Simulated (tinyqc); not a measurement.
Rapid thermal processing of a wafer: radiative balance, ramp and cooling, pattern effects, pyrometer error and spike budget: one step, computed by the program tinyqc. Command: `OMP_NUM_THREADS=1 python tinyqc.py 3110169 3110170 out.jsonl rtp walk`. One thread of a shared host (Intel(R) Xeon(R) Processor @ 2.30GHz), about 0.04 s of CPU time with the checks.

The wafer is opaque and uniform through its thickness unless said otherwise; temperatures in formulas are in kelvin (C + 273.15). sigma = 5.670374419e-12 W/(cm^2 K^4).

Problem. Pyrometer error. Signal proportional to eps/(exp(c2/(lambda T)) - 1), c2 = h c/k_B. If the assumed emissivity is too high by the given error, the reading T' solves (1 + error)/(exp(c2/(lambda T')) - 1) = 1/(exp(c2/(lambda T)) - 1). Wien estimate: T' - T = -lambda T^2 ln(1 + error)/c2. Process rates go as exp(-E_a/(k_B T)).

Inputs (values chosen for the exercise, modelled on a hot silicon wafer): process temperature = 801 C; starting temperature = 450 C; pyrometer wavelength = 2.3 micrometre; error of the assumed emissivity = 5.8 %; activation energy of the process E_a = 3.46 eV.

Constants: h = 6.62607015e-34 J s; c = 299792458 m/s; k_B = 1.380649e-23 J/K; k_B = 8.617333262e-05 eV/K.

Give: c2; c2/(lambda T); reading less true temperature; Wien estimate; rate at T over rate at T', less 1.

Solution.

c2 = 14388 micrometre K

c2/(lambda T) = 5.824

reading less true temperature = -10.27 K

Wien estimate = -10.40 K

rate at T over rate at T', less 1 = 43.45 %

Caution: below about 600 C lightly doped silicon is partly transparent at this wavelength, so its emissivity is not yet the hot value early in the ramp.
